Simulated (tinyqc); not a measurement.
# CMOS latch-up, two-transistor model: effect of the temperature

A parasitic pnp (emitter at Vdd, base shunted by Rw) and npn (emitter at ground, base shunted by Rs) feed each other: the npn collector current flows out of the pnp base node, the pnp collector current into the npn base node. Forward-active transistors with constant gains: Icn = Isn exp(Vn/Vt), Icp = Isp (exp(Vp/Vt) - 1). A current Ii is injected into the npn base node.

Isn, Isp and Von are given at 300 K; the currents scale as T^3 exp(-1.12 V/Vt), Von falls by 1.5 mV/K, gains and resistances are fixed. Node equations: Vp/Rw + Icp/bp = Icn and Vn/Rs + Icn/bn = Icp + Ii. Loop gain G = gn gp/[(1/Rw + gp/bp)(1/Rs + gn/bn)], gn = Icn/Vt, gp = (Icp + Isp)/Vt; the off state ends where G = 1, and Ii there is the trigger current. On state with both base-emitter voltages at Von: npn base current Ib = (Von/Rs + bp Von/Rw)/(bn bp - 1), holding current Ih = (bn + 1) Ib + Von/Rs, holding voltage Vh = Vsat + Von + R2 (Ib + Von/Rs).

Inputs (values chosen for the exercise); values close to those of bulk CMOS: current gain of the npn bn = 16.2; current gain of the pnp bp = 5.3; saturation current of the npn at the reference temperature Isn = 2.2e-15 A; saturation current of the pnp at the reference temperature Isp = 3.1e-15 A; substrate resistance shunting the npn Rs = 94 ohm; well resistance shunting the pnp Rw = 810 ohm; resistance from the pnp collector to the npn base R2 = 340 ohm; base-emitter voltage in the on state Von = 0.72 V; saturation voltage Vsat = 0.19 V; supply voltage Vdd = 2.5 V.

Constants: q = 1.602176634e-19 C, kB = 1.380649e-23 J/K, Vt = kB T/q. Results are converted to the units shown.

Results:
```
T (K)  Vn at trigger (V)  trigger current (mA)  Ih (mA)  Vh (V)
233               0.8014                 8.571    11.59   4.035
293               0.6978                 7.454    10.32   3.613
323               0.6437                 6.870    9.680   3.402
353               0.5883                 6.270    9.044   3.191
383               0.5313                 5.651    8.409   2.980
413               0.4727                 5.013    7.773   2.770
443               0.4126                 4.354    7.138   2.559
```

Estimate the missing row, T = 263 K.

Computed row:
```
T (K)  Vn at trigger (V)  trigger current (mA)  Ih (mA)  Vh (V)
263               0.7503                 8.021    10.95   3.824
```

With this row back in the table: As T goes from 233 to 443 K, the trigger current falls from 8.57 to 4.35 mA, Ih falls from 11.6 to 7.14 mA and Vh falls from 4.03 to 2.56 V. Vh exceeds the supply Vdd = 2.5 V, which then cannot sustain a latched state, in 8 of the 8 rows.

tinyqc, about 0.05 s, one thread, Intel Xeon 2.30GHz (shared host): `OMP_NUM_THREADS=1 python tinyqc.py 2670053 2670054 out.jsonl`
